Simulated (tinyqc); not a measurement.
Grain-boundary trapping model (Seto) of a polycrystalline semiconductor film: one step, computed by the program tinyqc. Command: `OMP_NUM_THREADS=1 python tinyqc.py 3021915 3021916 out.jsonl poly walk`. One thread of a shared host (Intel(R) Xeon(R) Processor @ 2.30GHz), about 0.01 s of CPU time with the checks.

Grains of equal size L are joined by thin boundaries with one trap level. Trapped carriers deplete a width W on each side and raise a barrier, crossed by thermionic emission. Dopants are fully ionised, statistics are non-degenerate and mu_g does not depend on T.

Problem. Critical doping. If all traps fill, the grain is just depleted at N* = Q_t/L, with the barrier e Q_t L/(8 eps eps_0).

Inputs (values chosen for the exercise, modelled on polycrystalline ZnO): permittivity eps = 8.3; grain size L = 200 nm; trap density Q_t = 1.6e+12 1/cm^2.

Grain interior: resistance included.

Constants: e = 1.602176634e-19 C; eps_0 = 8.8541878128e-12 F/m; k_B = 8.617333262e-05 eV/K.

Give: N*; barrier at N* with all traps filled.

Solution.

N* = 8.00e+16 1/cm^3

barrier at N* with all traps filled = 0.8721 V
